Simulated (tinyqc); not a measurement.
# MOSFET in the linear regime without short-channel effects, parameter extraction from computed curves: extraction methods against the drawn gate length

Inversion charge Q = Cox n Vt W0(exp((Vg - VT)/(n Vt))), W0 the Lambert function and n = nf; u = Q/Cox; mobility mu = mu0/(1 + th1 u + th2 u^2); channel resistance Rch = (L - dL)/(W mu Q); Id = Vd/(Rch + Rsd/W). Cox = eps0 eox/tox. Small Vd, no channel-length or drain effects.

From the continuous curve Id(Vg): tangent at peak gm (V_ext = Vg - Id/gm); constant current Id = 0.1 uA W/L; peak of d2Id/dVg2; Y = Id/sqrt(gm) drawn through Vg = VT + 0.6 and VT + 0.8 V, with intercept VT_Y and slope s. Mobilities gm,max L/(W Cox Vd) and s^2 L/(W Cox Vd) with the drawn L. Last column: share of Rsd/W in the total resistance at VT + 0.8 V.

Inputs (values chosen for the exercise); channel values of the order met in silicon transistors:
- T = 300 K (temperature)
- eox = 7.54 (relative permittivity of the gate insulator (close to silicon nitride))
- tox = 3.3 nm (insulator thickness)
- mu0 = 260 cm^2/(V s) (low-field mobility)
- th1 = 0.28 1/V (first mobility attenuation factor)
- th2 = 0 1/V^2 (second mobility attenuation factor)
- VT = 0.58 V (threshold voltage)
- nf = 1.47 (body factor)
- W = 0.5 um (gate width)
- dL = 0.003 um (drawn less effective length)
- Rsd = 160 ohm um (source plus drain resistance)
- Vd = 0.05 V (drain voltage)

Constants: q = 1.602176634e-19 C, kB = 1.380649e-23 J/K, Vt = kB T/q, eps0 = 8.8541878128e-14 F/cm where lengths are in cm. Results are converted to the units shown.

Results:
columns A: L (um); B: V_ext (V); C: constant current (V); D: second derivative (V); E: VT_Y (V); F: mobility from gm (cm^2/(V s)); G: mobility from Y (cm^2/(V s)); H: series share (%)
```
A          B      C      D      E    F    G      H
0.03   0.540  0.492  0.552  0.626  122  255   64.3
0.062  0.555  0.495  0.560  0.626  145  241   45.2
0.13   0.568  0.495  0.565  0.626  163  235   27.7
0.27   0.578  0.496  0.568  0.626  177  232   15.4
0.56   0.585  0.496  0.569  0.626  186  231   8.03
1.2    0.589  0.496  0.570  0.626  192  230   3.91
5      0.592  0.496  0.570  0.626  196  230  0.964
```

Estimate the missing row, L = 2.4 um.

Computed row:
columns A: L (um); B: V_ext (V); C: constant current (V); D: second derivative (V); E: VT_Y (V); F: mobility from gm (cm^2/(V s)); G: mobility from Y (cm^2/(V s)); H: series share (%)
```
A        B      C      D      E    F    G     H
2.4  0.591  0.496  0.570  0.626  194  230  1.99
```

With this row back in the table: The model has VT = 0.58 V and mu0 = 260 cm^2/(V s). Over the table the extracted thresholds move by 53 mV (tangent), 3.9 mV (constant current), 18 mV (second derivative), under 0.5 mV (Y function). The mobility from gm rises from 122 to 196 and that from Y falls from 255 to 230 cm^2/(V s).

tinyqc, about 0.01 s, one thread, Intel Xeon 2.30GHz (shared host): `OMP_NUM_THREADS=1 python tinyqc.py 2210028 2210029 out.jsonl`
